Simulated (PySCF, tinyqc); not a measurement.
Worked calculation: RHF in the sto-3g basis, for H6, spin multiplicity 1. The lowest restricted solution is unstable here: a spin-polarised one lies 0.1512 hartree lower (PySCF). One step of it, computed by the program tinyqc.

Question. Iteration 3: diagonalisation and new density. Diagonalise F' = X^T F X, C = X C', fill 3 alpha and 3 beta electrons from the bottom; D = 2 C_occ C_occ^T. Each column has its largest component positive (the first on a tie).

extrapolated F (hartree), order 1H 1s, 2H 1s, 3H 1s, 4H 1s, 5H 1s, 6H 1s:
```
[[-0.143001, -0.301587, -0.046713, 0.021298, 0.002640, -0.010287],
 [-0.301587, -0.188622, -0.252172, -0.043727, 0.002537, 0.002697],
 [-0.046713, -0.252172, -0.188199, -0.287691, -0.043763, 0.021404],
 [0.021298, -0.043727, -0.287691, -0.188632, -0.252805, -0.046927],
 [0.002640, 0.002537, -0.043763, -0.252805, -0.189543, -0.301482],
 [-0.010287, 0.002697, 0.021404, -0.046927, -0.301482, -0.143662]]
```

X, order 1H 1s, 2H 1s, 3H 1s, 4H 1s, 5H 1s, 6H 1s:
```
[[1.028649, -0.144076, 0.020450, -0.002815, 0.000450, -0.000065],
 [-0.144076, 1.064594, -0.162586, 0.021337, -0.003232, 0.000449],
 [0.020450, -0.162586, 1.065545, -0.149777, 0.021358, -0.002813],
 [-0.002815, 0.021337, -0.149777, 1.065650, -0.162824, 0.020449],
 [0.000450, -0.003232, 0.021358, -0.162824, 1.064613, -0.143867],
 [-0.000065, 0.000449, -0.002813, 0.020449, -0.143867, 1.028565]]
```

Give: F' = X^T F X; orbital energies; coefficients C; D after iteration 3.

Answer.

F' = X^T F X (hartree):
```
[[-0.067, -0.289, 0.026, 0.020, 0.001, -0.011],
 [-0.289, -0.044, -0.239, 0.027, 0.001, 0.001],
 [0.026, -0.239, -0.047, -0.279, 0.027, 0.020],
 [0.020, 0.027, -0.279, -0.047, -0.239, 0.025],
 [0.001, 0.001, 0.027, -0.239, -0.045, -0.288],
 [-0.011, 0.001, 0.020, 0.025, -0.288, -0.067]]
```

orbital energies (hartree): [-0.475, -0.398, -0.258, 0.078, 0.286, 0.450]

coefficients C, order 1H 1s, 2H 1s, 3H 1s, 4H 1s, 5H 1s, 6H 1s:
```
[[0.197, 0.377, 0.474, -0.541, -0.526, 0.325],
 [0.332, 0.451, 0.251, 0.250, 0.639, -0.578],
 [0.418, 0.177, -0.422, 0.473, -0.272, 0.709],
 [0.420, -0.172, -0.423, -0.471, -0.277, -0.708],
 [0.336, -0.448, 0.250, -0.252, 0.640, 0.576],
 [0.200, -0.376, 0.473, 0.543, -0.525, -0.322]]
```

D after iteration 3, order 1H 1s, 2H 1s, 3H 1s, 4H 1s, 5H 1s, 6H 1s:
```
[[0.810, 0.708, -0.102, -0.364, 0.031, 0.244],
 [0.708, 0.752, 0.226, -0.088, -0.056, 0.032],
 [-0.102, 0.226, 0.770, 0.648, -0.088, -0.365],
 [-0.364, -0.088, 0.648, 0.770, 0.226, -0.102],
 [0.031, -0.056, -0.088, 0.226, 0.753, 0.708],
 [0.244, 0.032, -0.365, -0.102, 0.708, 0.810]]
```
